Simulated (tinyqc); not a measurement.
Inside a calculation. Method: Pariser-Parr-Pople SCF with singles CI, for the molecule [CH2+]c1ccccc1 (SMILES; centres numbered as the heavy atoms are written). Computed by tinyqc, a small Python program that keeps every step. Settings: charge = 1, gamma = Ohno, start = huckel, damping = 0, iteration cap = 61, excitations kept = 9. Command: `OMP_NUM_THREADS=1 python tinyqc.py 31097 31098 out.jsonl` (the two numbers bound the seeds that draw the settings). One thread of a shared host (Intel(R) Xeon(R) Processor @ 2.60GHz), about 0.01 s of CPU time with the checks. Later iterations appear only in the table of the cycle.

## PPP integrals

Centres (angstrom, eV; a flat drawing with bonds scaled to 1.40 angstrom):

| centre | x | y | core charge z | W | gamma_rr |
|---|---|---|---|---|---|
| 1C | 2.40000 | 0.00000 | 1 | 11.16000 | 11.13000 |
| 2C | 1.00000 | 0.00000 | 1 | 11.16000 | 11.13000 |
| 3C | 0.30000 | 1.21200 | 1 | 11.16000 | 11.13000 |
| 4C | -1.10000 | 1.21200 | 1 | 11.16000 | 11.13000 |
| 5C | -1.80000 | 0.00000 | 1 | 11.16000 | 11.13000 |
| 6C | -1.10000 | -1.21200 | 1 | 11.16000 | 11.13000 |
| 7C | 0.30000 | -1.21200 | 1 | 11.16000 | 11.13000 |

Resonance integrals (eV):

| i | j | beta |
|---|---|---|
| 1 | 2 | -2.39000 |
| 2 | 3 | -2.39000 |
| 3 | 4 | -2.39000 |
| 4 | 5 | -2.39000 |
| 5 | 6 | -2.39000 |
| 6 | 7 | -2.39000 |
| 7 | 2 | -2.39000 |

Ohno: gamma = 14.399645/sqrt(R^2 + a^2), a = 2 x 14.399645/(gamma_rr + gamma_ss); H_rr = -W_r - sum_(s != r) z_s gamma_rs; H_rs = beta for bonds.

repulsion gamma_rs (eV):
```
          1C        2C        3C        4C        5C        6C        7C
1C  11.13000   7.55386   5.23960   3.67023   3.27656   3.67023   5.23960
2C   7.55386  11.13000   7.55496   5.23960   4.66846   5.23960   7.55496
3C   5.23960   7.55496  11.13000   7.55386   5.23960   4.66950   5.24070
4C   3.67023   5.23960   7.55386  11.13000   7.55496   5.24070   4.66950
5C   3.27656   4.66846   5.23960   7.55496  11.13000   7.55496   5.23960
6C   3.67023   5.23960   4.66950   5.24070   7.55496  11.13000   7.55386
7C   5.23960   7.55496   5.24070   4.66950   5.23960   7.55386  11.13000
```

core matrix H (eV):
```
           1C         2C         3C         4C         5C         6C         7C
1C  -39.81008   -2.39000    0.00000    0.00000    0.00000    0.00000    0.00000
2C   -2.39000  -48.97145   -2.39000    0.00000    0.00000    0.00000   -2.39000
3C    0.00000   -2.39000  -46.65823   -2.39000    0.00000    0.00000    0.00000
4C    0.00000    0.00000   -2.39000  -45.08886   -2.39000    0.00000    0.00000
5C    0.00000    0.00000    0.00000   -2.39000  -44.69414   -2.39000    0.00000
6C    0.00000    0.00000    0.00000    0.00000   -2.39000  -45.08886   -2.39000
7C    0.00000   -2.39000    0.00000    0.00000    0.00000   -2.39000  -46.65823
```

## Starting guess

pi electrons, sum of z_r less the charge = 6

Orbitals of the Hueckel matrix of the beta values.

P at the start:
```
          1C        2C        3C        4C        5C        6C        7C
1C   0.42857   0.63503   0.28571  -0.11248  -0.28571  -0.11248   0.28571
2C   0.63503   1.00000   0.52255   0.00000  -0.22496   0.00000   0.52255
3C   0.28571   0.52255   0.85714   0.70504   0.14286  -0.29496  -0.14286
4C  -0.11248   0.00000   0.70504   1.00000   0.63503   0.00000  -0.29496
5C  -0.28571  -0.22496   0.14286   0.63503   0.85714   0.63503   0.14286
6C  -0.11248   0.00000  -0.29496   0.00000   0.63503   1.00000   0.70504
7C   0.28571   0.52255  -0.14286  -0.29496   0.14286   0.70504   0.85714
```

## Iteration 1: Fock matrix

F_rr = H_rr + P_rr gamma_rr / 2 + sum_(s != r) P_ss gamma_rs; F_rs = H_rs - P_rs gamma_rs / 2; E = tr P (H + F) / 2 + core repulsion sum_(r<s) z_r z_s gamma_rs.

F (eV):
```
           1C         2C         3C         4C        5C         6C         7C
1C  -10.74011   -4.78848   -0.74851    0.20641   0.46808    0.20641   -0.74851
2C   -4.78848  -12.73698   -4.36394    0.00000   0.52511    0.00000   -4.36394
3C   -0.74851   -4.36394  -10.88124   -5.05288  -0.37426    0.68866    0.37434
4C    0.20641    0.00000   -5.05288  -10.51775  -4.78883    0.00000    0.68866
5C    0.46808    0.52511   -0.37426   -4.78883  -9.75935   -4.78883   -0.37426
6C    0.20641    0.00000    0.68866    0.00000  -4.78883  -10.51775   -5.05288
7C   -0.74851   -4.36394    0.37434    0.68866  -0.37426   -5.05288  -10.88124
```

pi energy = -83.04730 eV

## Iteration 1: orbitals and new P

Diagonalise F (the basis is taken as orthonormal) and form P = 2 sum c c over the lowest orbitals.

orbital energies (eV): -20.83327  -17.40153  -16.64005  -9.20849  -5.13328  -4.95615  -1.86165

P after iteration 1:
```
          1C        2C        3C        4C        5C        6C        7C
1C   0.46657   0.68945   0.25783  -0.12746  -0.27327  -0.12746   0.25783
2C   0.68945   1.07979   0.48688  -0.01843  -0.20858  -0.01843   0.48688
3C   0.25783   0.48688   0.85837   0.72350   0.18789  -0.27444  -0.20575
4C  -0.12746  -0.01843   0.72350   0.97604   0.61843   0.04016  -0.27444
5C  -0.27327  -0.20858   0.18789   0.61843   0.78483   0.61843   0.18789
6C  -0.12746  -0.01843  -0.27444   0.04016   0.61843   0.97604   0.72350
7C   0.25783   0.48688  -0.20575  -0.27444   0.18789   0.72350   0.85837
```

## Iteration 2: Fock matrix

As before.

F (eV):
```
           1C         2C         3C         4C         5C         6C         7C
1C  -10.32593   -4.99399   -0.67546    0.23390    0.44769    0.23390   -0.67546
2C   -4.99399  -12.57610   -4.22919    0.04829    0.48688    0.04829   -4.22919
3C   -0.67546   -4.22919  -10.73789   -5.12261   -0.49224    0.64075    0.53915
4C    0.23390    0.04829   -5.12261  -10.75051   -4.72611   -0.10524    0.64075
5C    0.44769    0.48688   -0.49224   -4.72611  -10.01399   -4.72611   -0.49224
6C    0.23390    0.04829    0.64075   -0.10524   -4.72611  -10.75051   -5.12261
7C   -0.67546   -4.22919    0.53915    0.64075   -0.49224   -5.12261  -10.73789
```

pi energy = -83.23109 eV

## Iteration 2: orbitals and new P

As before.

orbital energies (eV): -20.66310  -17.55250  -16.73317  -8.89192  -5.18914  -4.86225  -2.00074

P after iteration 2:
```
          1C        2C        3C        4C        5C        6C        7C
1C   0.47598   0.70609   0.25252  -0.12345  -0.26233  -0.12345   0.25252
2C   0.70609   1.10122   0.47322  -0.02269  -0.20561  -0.02269   0.47322
3C   0.25252   0.47322   0.84225   0.72809   0.19755  -0.27041  -0.21247
4C  -0.12345  -0.02269   0.72809   0.98350   0.61585   0.03822  -0.27041
5C  -0.26233  -0.20561   0.19755   0.61585   0.77130   0.61585   0.19755
6C  -0.12345  -0.02269  -0.27041   0.03822   0.61585   0.98350   0.72809
7C   0.25252   0.47322  -0.21247  -0.27041   0.19755   0.72809   0.84225
```

## Iteration 3: Fock matrix

As before.

F (eV):
```
           1C         2C         3C         4C         5C         6C         7C
1C  -10.27013   -5.05687   -0.66155    0.22655    0.42977    0.22655   -0.66155
2C   -5.05687  -12.61425   -4.17759    0.05946    0.47994    0.05946   -4.17759
3C   -0.66155   -4.17759  -10.68053   -5.13994   -0.51755    0.63135    0.55676
4C    0.22655    0.05946   -5.13994  -10.82225   -4.71637   -0.10016    0.63135
5C    0.42977    0.47994   -0.51755   -4.71637  -10.01457   -4.71637   -0.51755
6C    0.22655    0.05946    0.63135   -0.10016   -4.71637  -10.82225   -5.13994
7C   -0.66155   -4.17759    0.55676    0.63135   -0.51755   -5.13994  -10.68053
```

pi energy = -83.24813 eV

## Iteration 3: orbitals and new P

As before.

orbital energies (eV): -20.64765  -17.57881  -16.75672  -8.83715  -5.20266  -4.85842  -2.02311

P after iteration 3:
```
          1C        2C        3C        4C        5C        6C        7C
1C   0.48041   0.71346   0.25023  -0.12168  -0.25720  -0.12168   0.25023
2C   0.71346   1.11015   0.46692  -0.02459  -0.20398  -0.02459   0.46692
3C   0.25023   0.46692   0.83218   0.73029   0.20139  -0.26871  -0.21241
4C  -0.12168  -0.02459   0.73029   0.99050   0.61460   0.03509  -0.26871
5C  -0.25720  -0.20398   0.20139   0.61460   0.76408   0.61460   0.20139
6C  -0.12168  -0.02459  -0.26871   0.03509   0.61460   0.99050   0.73029
7C   0.25023   0.46692  -0.21241  -0.26871   0.20139   0.73029   0.83218
```

## Convergence

Stop when output and input P, before any damping, agree to 1e-7.

Course of the cycle:

| iteration | E (eV) | largest \|P(out) - P(in)\| |
|---|---|---|
| 1 | -83.0472993 | 7.98e-02 |
| 2 | -83.2310894 | 2.14e-02 |
| 3 | -83.2481317 | 1.01e-02 |
| 4 | -83.2524537 | 5.62e-03 |
| 5 | -83.2537480 | 3.13e-03 |
| 6 | -83.2541663 | 1.93e-03 |
| 7 | -83.2543070 | 1.19e-03 |
| 8 | -83.2543554 | 7.17e-04 |
| 9 | -83.2543721 | 4.31e-04 |
| 10 | -83.2543780 | 2.57e-04 |
| 11 | -83.2543800 | 1.53e-04 |
| ... | ... | ... |
| 16 | -83.2543811 | 1.12e-05 |
| 17 | -83.2543811 | 6.66e-06 |
| 18 | -83.2543811 | 3.94e-06 |
| 19 | -83.2543811 | 2.34e-06 |
| 20 | -83.2543811 | 1.38e-06 |
| 21 | -83.2543811 | 8.18e-07 |
| 22 | -83.2543811 | 4.84e-07 |
| 23 | -83.2543811 | 2.87e-07 |
| 24 | -83.2543811 | 1.70e-07 |
| 25 | -83.2543811 | 1.00e-07 |
| 26 | -83.2543811 | 5.95e-08 |

Converged in 26 iterations.

## Converged orbitals

Charges are z - P_rr.

orbital energies (eV): -20.64659  -17.59912  -16.78324  -8.79814  -5.21498  -4.86390  -2.04439

coefficients:
```
        MO1       MO2       MO3       MO4       MO5       MO6       MO7
1C  0.31208  -0.38152   0.00000   0.72479   0.00000  -0.45219   0.16508
2C  0.58418  -0.46741   0.00000  -0.07128   0.00000   0.55071  -0.36319
3C  0.39079  -0.00381   0.50685  -0.39220  -0.49305  -0.21579   0.38325
4C  0.30317   0.40765   0.49305   0.02360   0.50685  -0.25105  -0.42229
5C  0.26847   0.55098   0.00000   0.40106   0.00000   0.52256   0.43638
6C  0.30317   0.40765  -0.49305   0.02360  -0.50685  -0.25105  -0.42229
7C  0.39079  -0.00381  -0.50685  -0.39220   0.49305  -0.21579   0.38325
```

pi charges: 1C 0.51409, 2C -0.11948, 3C 0.18074, 4C -0.00239, 5C 0.24869, 6C -0.00239, 7C 0.18074

## Singles CI, singlets

Over the 9 single excitations with the smallest orbital gaps: A = (e_a - e_i) delta + 2 (ia|jb) - (ij|ab), with (pq|rs) = sum c_mp c_mq gamma_mn c_nr c_ns. f = 2/3 w |mu|^2 in atomic units, mu = sqrt2 sum c_ia sum_m c_mi c_ma R_m.

singlet CI matrix (eV):
```
          3>4       2>4      3>5       1>4       3>6       2>5       2>6       3>7
3>4   3.24177   0.00000  0.00000   0.00000   0.00247  -0.67379   0.00000   0.02030
2>4   0.00000   4.77626  0.65383   0.40480   0.00000   0.00000  -0.16998   0.00000
3>5   0.00000   0.65383  6.49262   0.00318   0.00000   0.00000   0.74269   0.00000
1>4   0.00000   0.40480  0.00318   6.60220   0.00000   0.00000  -0.16004   0.00000
3>6   0.00247   0.00000  0.00000   0.00000   6.70525  -0.69186   0.00000  -0.06198
2>5  -0.67379   0.00000  0.00000   0.00000  -0.69186   7.02554   0.00000   0.17286
2>6   0.00000  -0.16998  0.74269  -0.16004   0.00000   0.00000   7.55550   0.00000
3>7   0.02030   0.00000  0.00000   0.00000  -0.06198   0.17286   0.00000   8.88584
1>5  -0.08650   0.00000  0.00000   0.00000   0.15910  -0.15449   0.00000   0.39705

          1>5
3>4  -0.08650
2>4   0.00000
3>5   0.00000
1>4   0.00000
3>6   0.15910
2>5  -0.15449
2>6   0.00000
3>7   0.39705
1>5   9.61777
```

singlet excitation energies (eV): 3.11924  4.44219  6.20874  6.25301  6.77561  7.58323  7.95576  8.76419  9.80076

oscillator strengths: 0.07742  0.46911  0.01165  0.68110  0.20231  0.78511  0.34859  0.04005  0.03491

## Singles CI, triplets

Over the 9 single excitations with the smallest orbital gaps: A = (e_a - e_i) delta - (ij|ab), with (pq|rs) = sum c_mp c_mq gamma_mn c_nr c_ns.

triplet CI matrix (eV):
```
          3>4       2>4       3>5       1>4       3>6       2>5       2>6       3>7
3>4   2.36106   0.00000   0.00000   0.00000  -0.74499  -0.24800   0.00000   0.48342
2>4   0.00000   2.83325  -0.24800   0.90133   0.00000   0.00000  -0.43011   0.00000
3>5   0.00000  -0.24800   4.42053  -0.65262   0.00000   0.00000   0.17888   0.00000
1>4   0.00000   0.90133  -0.65262   5.45897   0.00000   0.00000  -1.03415   0.00000
3>6  -0.74499   0.00000   0.00000   0.00000   5.75012   0.17888   0.00000  -0.15393
2>5  -0.24800   0.00000   0.00000   0.00000   0.17888   6.01081   0.00000   0.71913
2>6   0.00000  -0.43011   0.17888  -1.03415   0.00000   0.00000   6.16188   0.00000
3>7   0.48342   0.00000   0.00000   0.00000  -0.15393   0.71913   0.00000   7.90897
1>5  -0.65262   0.00000   0.00000   0.00000   0.02946  -0.43791   0.00000   1.22521

          1>5
3>4  -0.65262
2>4   0.00000
3>5   0.00000
1>4   0.00000
3>6   0.02946
2>5  -0.43791
2>6   0.00000
3>7   1.22521
1>5   8.87015
```

triplet excitation energies (eV): 2.06199  2.54904  4.07096  5.04294  5.40141  6.11490  7.21169  7.60636  9.71644
